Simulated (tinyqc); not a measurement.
## Gain of the pnp from the holding current

Inverse problem. On state with both base-emitter voltages at Von: npn base current Ib = (Von/Rs + bp Von/Rw)/(bn bp - 1), holding current Ih = (bn + 1) Ib + Von/Rs. Find bp.

Values chosen for this exercise: current gain of the npn bn = 24.1; substrate resistance shunting the npn Rs = 55 ohm; well resistance shunting the pnp Rw = 1100 ohm; base-emitter voltage in the on state Von = 0.73 V.

Ih = 18.646041 mA

Answer. Ih gives Ib, and Ib (bn bp - 1) = Von/Rs + bp Von/Rw is linear in bp.

bp = 3.000

tinyqc, about 0.03 s, one thread, Intel Xeon 2.30GHz (shared host): `OMP_NUM_THREADS=1 python tinyqc.py 2670023 2670024 out.jsonl`
